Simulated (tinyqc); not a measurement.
ROHF in the 3-21g basis, for H3, spin multiplicity 2, step by step (part 2 of 2). Computed by tinyqc, a small Python program that keeps every step (integrals from PySCF). Command: `OMP_NUM_THREADS=1 python tinyqc.py 29611 29612 out.jsonl` (the two numbers bound the seeds that draw the settings). One thread of a shared host (Intel(R) Xeon(R) Processor @ 2.60GHz), about 0.06 s of CPU time with the checks.

Geometry (angstrom):

| atom | x | y | z |
|---|---|---|---|
| H | 0.00000 | 0.00000 | 0.00000 |
| H | 0.00000 | 0.00000 | 1.14200 |
| H | 0.00000 | 0.00000 | -1.14200 |

## Iteration 3: DIIS over 3 matrices

error matrix X^T (FDS - SDF) X:
```
          1         2         3         4         5         6
1   0.00000   0.04657   0.06064   0.05314   0.06064   0.05314
2  -0.04657   0.00000   0.05751   0.03366   0.05751   0.03366
3  -0.06064  -0.05751   0.00000  -0.04966   0.00000   0.00607
4  -0.05314  -0.03366   0.04966   0.00000  -0.00607   0.00000
5  -0.06064  -0.05751   0.00000   0.00607   0.00000  -0.04966
6  -0.05314  -0.03366  -0.00607   0.00000   0.04966   0.00000
```

B (overlaps of the stored error matrices), lower triangle:
```
               1              2              3
1  2.0780383e-01
2  7.6661959e-02  2.2341389e-01
3  3.7907600e-02  1.1250839e-01  5.8115835e-02
```

Minimise |sum c_i e_i|^2 with sum c_i = 1: solve [B -1; -1 0][c; lambda] = [0; -1] with B_ij = tr e_i^T e_j, and take F = sum c_i F_i.

DIIS coefficients: 0.02776  -0.95480  1.92704

extrapolated F (hartree), lower triangle:
```
          1H 1s     1H 2s     2H 1s     2H 2s     3H 1s     3H 2s
1H 1s   0.19755
1H 2s  -0.45145  -0.40502
2H 1s  -0.28954  -0.32629   0.22712
2H 2s  -0.34312  -0.33631  -0.37569  -0.25587
3H 1s  -0.28954  -0.32629   0.00433  -0.09267   0.22712
3H 2s  -0.34312  -0.33631  -0.09267  -0.19289  -0.37569  -0.25587
```

## Iteration 3: diagonalisation and new density

X, lower triangle:
```
          1H 1s     1H 2s     2H 1s    2H 2s     3H 1s    3H 2s
1H 1s   1.26022
1H 2s  -0.57396   2.11468
2H 1s   0.01119   0.01318   1.24069
2H 2s   0.06146  -0.73235  -0.48360  1.60429
3H 1s   0.01119   0.01318  -0.00874  0.02586   1.24069
3H 2s   0.06146  -0.73235   0.02586  0.20286  -0.48360  1.60429
```

Diagonalise F' = X^T F X, C = X C', fill 2 alpha and 1 beta electrons from the bottom; D(s) = C_occ C_occ^T. Each column has its largest component positive (the first on a tie).

F' = X^T F X (hartree), lower triangle:
```
          1         2         3         4         5        6
1   0.76198
2  -0.68472   0.36540
3  -0.12641  -0.13909   0.72743
4  -0.08836  -0.21741  -0.61777   0.28372
5  -0.12641  -0.13909   0.03569   0.04810   0.72743
6  -0.08836  -0.21741   0.04810  -0.05455  -0.61777  0.28372
```

orbital energies (hartree): MO1 -0.55556, MO2 -0.17392, MO3 0.26830, MO4 1.10331, MO5 1.20394, MO6 1.30362

coefficients C:
```
           MO1       MO2       MO3       MO4       MO5       MO6
1H 1s  0.24032   0.00000   0.20837   0.42692   0.00000  -1.28139
1H 2s  0.40460   0.00000   1.50549  -0.16068   0.00000   1.84886
2H 1s  0.16721   0.25312  -0.08519   0.85632   0.91991   0.30889
2H 2s  0.21131   0.56583  -1.04965  -0.67060  -0.88973  -0.82563
3H 1s  0.16721  -0.25312  -0.08519   0.85632  -0.91991   0.30889
3H 2s  0.21131  -0.56583  -1.04965  -0.67060   0.88973  -0.82563
```

D(alpha) after iteration 3, lower triangle:
```
         1H 1s    1H 2s     2H 1s     2H 2s    3H 1s    3H 2s
1H 1s  0.05775
1H 2s  0.09723  0.16370
2H 1s  0.04018  0.06765   0.09203
2H 2s  0.05078  0.08550   0.17856   0.36482
3H 1s  0.04018  0.06765  -0.03611  -0.10789  0.09203
3H 2s  0.05078  0.08550  -0.10789  -0.27551  0.17856  0.36482
```

D(beta) after iteration 3, lower triangle:
```
         1H 1s    1H 2s    2H 1s    2H 2s    3H 1s    3H 2s
1H 1s  0.05775
1H 2s  0.09723  0.16370
2H 1s  0.04018  0.06765  0.02796
2H 2s  0.05078  0.08550  0.03533  0.04465
3H 1s  0.04018  0.06765  0.02796  0.03533  0.02796
3H 2s  0.05078  0.08550  0.03533  0.04465  0.03533  0.04465
```

## Iteration 4: building the Fock matrix

core Hamiltonian H = T + V (hartree), lower triangle:
```
          1H 1s     1H 2s     2H 1s     2H 2s     3H 1s     3H 2s
1H 1s  -1.09820
1H 2s  -1.08686  -1.27501
2H 1s  -0.32293  -0.54860  -0.86655
2H 2s  -0.59350  -0.85172  -0.93783  -1.07325
3H 1s  -0.32293  -0.54860  -0.00283  -0.09111  -0.86655
3H 2s  -0.59350  -0.85172  -0.09111  -0.28819  -0.93783  -1.07325
```

nuclear repulsion = 1.1584440 hartree

Given earlier and not repeated: Two-electron integrals (ij|kl) in chemists' order.

J_ij = sum D_kl (ij|kl) with D = D(alpha) + D(beta), K_ij = sum D_kl (ik|jl) for each spin; F = H + J - K(s); E = tr D H + tr D J / 2 - 0.5 sum_s tr D(s) K(s) + E_nn.

Coulomb J (hartree), lower triangle:
```
         1H 1s    1H 2s    2H 1s    2H 2s    3H 1s    3H 2s
1H 1s  1.71675
1H 2s  1.04070  1.34529
2H 1s  0.20451  0.46644  1.48269
2H 2s  0.51177  0.84888  0.89688  1.16902
3H 1s  0.20451  0.46644  0.00064  0.05870  1.48269
3H 2s  0.51177  0.84888  0.05870  0.24421  0.89688  1.16902
```

exchange K(alpha) (hartree), lower triangle:
```
         1H 1s    1H 2s     2H 1s    2H 2s    3H 1s    3H 2s
1H 1s  0.42336
1H 2s  0.41524  0.50470
2H 1s  0.18413  0.28655   0.53746
2H 2s  0.27141  0.36860   0.46534  0.47997
3H 1s  0.18413  0.28655  -0.02397  0.03238  0.53746
3H 2s  0.27141  0.36860   0.03238  0.10817  0.46534  0.47997
```

exchange K(beta) (hartree), lower triangle:
```
         1H 1s    1H 2s    2H 1s    2H 2s    3H 1s    3H 2s
1H 1s  0.41313
1H 2s  0.39445  0.44120
2H 1s  0.16099  0.20477  0.19956
2H 2s  0.25183  0.29854  0.20180  0.24949
3H 1s  0.16099  0.20477  0.05716  0.10247  0.19956
3H 2s  0.25183  0.29854  0.10247  0.17086  0.20180  0.24949
```

F(alpha) (hartree), lower triangle:
```
          1H 1s     1H 2s     2H 1s     2H 2s     3H 1s     3H 2s
1H 1s   0.19519
1H 2s  -0.46140  -0.43443
2H 1s  -0.30254  -0.36872   0.07868
2H 2s  -0.35314  -0.37144  -0.50630  -0.38420
3H 1s  -0.30254  -0.36872   0.02178  -0.06478   0.07868
3H 2s  -0.35314  -0.37144  -0.06478  -0.15216  -0.50630  -0.38420
```

F(beta) (hartree), lower triangle:
```
          1H 1s     1H 2s     2H 1s     2H 2s     3H 1s     3H 2s
1H 1s   0.20543
1H 2s  -0.44061  -0.37093
2H 1s  -0.27941  -0.28694   0.41659
2H 2s  -0.33356  -0.30138  -0.24275  -0.15372
3H 1s  -0.27941  -0.28694  -0.05935  -0.13487   0.41659
3H 2s  -0.33356  -0.30138  -0.13487  -0.21484  -0.24275  -0.15372
```

total energy of this density = -1.5562005 hartree

## Iteration 4: Roothaan effective Fock matrix

overlap S, lower triangle:
```
         1H 1s    1H 2s    2H 1s    2H 2s    3H 1s    3H 2s
1H 1s  1.00000
1H 2s  0.64590  1.00000
2H 1s  0.12558  0.31940  1.00000
2H 2s  0.31940  0.65273  0.64590  1.00000
3H 1s  0.12558  0.31940  0.00038  0.03877  1.00000
3H 2s  0.31940  0.65273  0.03877  0.18153  0.64590  1.00000
```

With projectors Pc = D(beta) S, Po = (D(alpha) - D(beta)) S, Pv = 1 - D(alpha) S, the block xy is Px^T F Py; with Fc = (F(alpha) + F(beta))/2, the blocks are Fc for cc, oo, vv and cv, F(beta) for co and F(alpha) for ov.

effective F (hartree), lower triangle:
```
          1H 1s     1H 2s     2H 1s     2H 2s     3H 1s     3H 2s
1H 1s   0.20031
1H 2s  -0.45100  -0.40268
2H 1s  -0.29097  -0.32783   0.22568
2H 2s  -0.34335  -0.33641  -0.38097  -0.25881
3H 1s  -0.29097  -0.32783   0.00318  -0.09339   0.22568
3H 2s  -0.34335  -0.33641  -0.09339  -0.19366  -0.38097  -0.25881
```

## Iteration 4: DIIS over 4 matrices

error matrix X^T (FDS - SDF) X:
```
          1         2        3         4        5         6
1   0.00000  -0.00323  0.00186   0.00188  0.00186   0.00188
2   0.00323   0.00000  0.00481   0.00587  0.00481   0.00587
3  -0.00186  -0.00481  0.00000  -0.00090  0.00000  -0.00026
4  -0.00188  -0.00587  0.00090   0.00000  0.00026   0.00000
5  -0.00186  -0.00481  0.00000  -0.00026  0.00000  -0.00090
6  -0.00188  -0.00587  0.00026   0.00000  0.00090   0.00000
```

B (overlaps of the stored error matrices), lower triangle:
```
               1              2              3              4
1  2.0780383e-01
2  7.6661959e-02  2.2341389e-01
3  3.7907600e-02  1.1250839e-01  5.8115835e-02
4  1.3249627e-05  4.1699088e-03  2.6192263e-03  2.8287721e-04
```

As before.

DIIS coefficients: 0.00803  0.18978  -0.42774  1.22993

extrapolated F (hartree), lower triangle:
```
          1H 1s     1H 2s     2H 1s     2H 2s     3H 1s     3H 2s
1H 1s   0.19835
1H 2s  -0.44898  -0.39984
2H 1s  -0.28936  -0.32635   0.22620
2H 2s  -0.34172  -0.33446  -0.37924  -0.25710
3H 1s  -0.28936  -0.32635   0.00279  -0.09342   0.22620
3H 2s  -0.34172  -0.33446  -0.09342  -0.19284  -0.37924  -0.25710
```

## Iteration 4: diagonalisation and new density

As before.

F' = X^T F X (hartree), lower triangle:
```
          1         2         3         4         5        6
1   0.76154
2  -0.68470   0.37265
3  -0.12671  -0.13724   0.72993
4  -0.08756  -0.21649  -0.62371   0.28383
5  -0.12671  -0.13724   0.03399   0.04727   0.72993
6  -0.08756  -0.21649   0.04727  -0.05608  -0.62371  0.28383
```

orbital energies (hartree): MO1 -0.55415, MO2 -0.17627, MO3 0.26459, MO4 1.10790, MO5 1.21212, MO6 1.30752

coefficients C:
```
           MO1       MO2       MO3       MO4       MO5       MO6
1H 1s  0.24152   0.00000   0.21206   0.44288   0.00000  -1.27513
1H 2s  0.39121   0.00000   1.50448  -0.18191   0.00000   1.85060
2H 1s  0.16840   0.25316  -0.08606   0.85205   0.91990   0.31963
2H 2s  0.21886   0.56579  -1.04537  -0.66216  -0.88975  -0.83584
3H 1s  0.16840  -0.25316  -0.08606   0.85205  -0.91990   0.31963
3H 2s  0.21886  -0.56579  -1.04537  -0.66216   0.88975  -0.83584
```

D(alpha) after iteration 4, lower triangle:
```
         1H 1s    1H 2s     2H 1s     2H 2s    3H 1s    3H 2s
1H 1s  0.05833
1H 2s  0.09449  0.15305
2H 1s  0.04067  0.06588   0.09245
2H 2s  0.05286  0.08562   0.18009   0.36802
3H 1s  0.04067  0.06588  -0.03573  -0.10638  0.09245
3H 2s  0.05286  0.08562  -0.10638  -0.27221  0.18009  0.36802
```

D(beta) after iteration 4, lower triangle:
```
         1H 1s    1H 2s    2H 1s    2H 2s    3H 1s    3H 2s
1H 1s  0.05833
1H 2s  0.09449  0.15305
2H 1s  0.04067  0.06588  0.02836
2H 2s  0.05286  0.08562  0.03686  0.04790
3H 1s  0.04067  0.06588  0.02836  0.03686  0.02836
3H 2s  0.05286  0.08562  0.03686  0.04790  0.03686  0.04790
```

## Iteration 8 (converged): orbitals

converged F (hartree), lower triangle:
```
          1H 1s     1H 2s     2H 1s     2H 2s     3H 1s     3H 2s
1H 1s   0.19880
1H 2s  -0.45071  -0.40241
2H 1s  -0.29130  -0.32842   0.22483
2H 2s  -0.34349  -0.33683  -0.38210  -0.25984
3H 1s  -0.29130  -0.32842   0.00266  -0.09392   0.22483
3H 2s  -0.34349  -0.33683  -0.09392  -0.19416  -0.38210  -0.25984
```

As before.

F' = X^T F X (hartree), lower triangle:
```
          1         2         3         4         5        6
1   0.76360
2  -0.68596   0.37278
3  -0.12800  -0.13777   0.73054
4  -0.08815  -0.21736  -0.62624   0.28333
5  -0.12800  -0.13777   0.03389   0.04768   0.73054
6  -0.08815  -0.21736   0.04768  -0.05683  -0.62624  0.28333
```

orbital energies (hartree): MO1 -0.55786, MO2 -0.17869, MO3 0.26527, MO4 1.10933, MO5 1.21549, MO6 1.31057

coefficients C:
```
           MO1       MO2       MO3       MO4       MO5       MO6
1H 1s  0.24133   0.00000   0.21133   0.44592   0.00000  -1.27423
1H 2s  0.38918   0.00000   1.50658  -0.18666   0.00000   1.84884
2H 1s  0.16875   0.25352  -0.08550   0.85122   0.91980   0.32179
2H 2s  0.22007   0.56545  -1.04584  -0.66009  -0.88997  -0.83657
3H 1s  0.16875  -0.25352  -0.08550   0.85122  -0.91980   0.32179
3H 2s  0.22007  -0.56545  -1.04584  -0.66009   0.88997  -0.83657
```

D(alpha) after iteration 8, lower triangle:
```
         1H 1s    1H 2s     2H 1s     2H 2s    3H 1s    3H 2s
1H 1s  0.05824
1H 2s  0.09392  0.15146
2H 1s  0.04073  0.06568   0.09275
2H 2s  0.05311  0.08565   0.18049   0.36816
3H 1s  0.04073  0.06568  -0.03579  -0.10621  0.09275
3H 2s  0.05311  0.08565  -0.10621  -0.27130  0.18049  0.36816
```

D(beta) after iteration 8, lower triangle:
```
         1H 1s    1H 2s    2H 1s    2H 2s    3H 1s    3H 2s
1H 1s  0.05824
1H 2s  0.09392  0.15146
2H 1s  0.04073  0.06568  0.02848
2H 2s  0.05311  0.08565  0.03714  0.04843
3H 1s  0.04073  0.06568  0.02848  0.03714  0.02848
3H 2s  0.05311  0.08565  0.03714  0.04843  0.03714  0.04843
```

## Convergence

Stop when the energy changes by less than 1e-10 hartree and every element of the error matrix X^T (F D S - S D F) X is below 3e-06.

Course of the cycle:

| iteration | E (hartree) | change | largest element of the error matrix |
|---|---|---|---|
| 1 | 2.3892989 | - | 1.88e-01 |
| 2 | -1.4861181 | -3.88e+00 | 1.31e-01 |
| 3 | -1.5374672 | -5.13e-02 | 6.06e-02 |
| 4 | -1.5562005 | -1.87e-02 | 5.87e-03 |
| 5 | -1.5562953 | -9.48e-05 | 7.80e-04 |
| 6 | -1.5562981 | -2.73e-06 | 1.14e-05 |
| 7 | -1.5562981 | -4.64e-10 | 1.51e-06 |
| 8 | -1.5562981 | -8.33e-12 | 6.59e-09 |

PySCF ROHF in the same basis = -1.5562981 hartree

Converged in 8 iterations.

## Populations, bond orders and dipole

Mulliken: Z minus the diagonal of D S on the atom; Loewdin: the same with S^(1/2) D S^(1/2); Mayer order: 2 sum_s sum (D(s) S)_ij (D(s) S)_ji over the two atoms.

Charges (e):

| atom | Mulliken | Loewdin | Mulliken spin |
|---|---|---|---|
| 1H | -0.05790 | -0.00272 | 0 |
| 2H | 0.02895 | 0.00136 | 0.50000 |
| 3H | 0.02895 | 0.00136 | 0.50000 |

Mayer bond orders:

| pair | order |
|---|---|
| 2-1 | 0.49832 |
| 3-1 | 0.49832 |
| 3-2 | 0.23034 |

dipole moment about the origin, x y z (debye): 0.00000  0.00000  0.00000
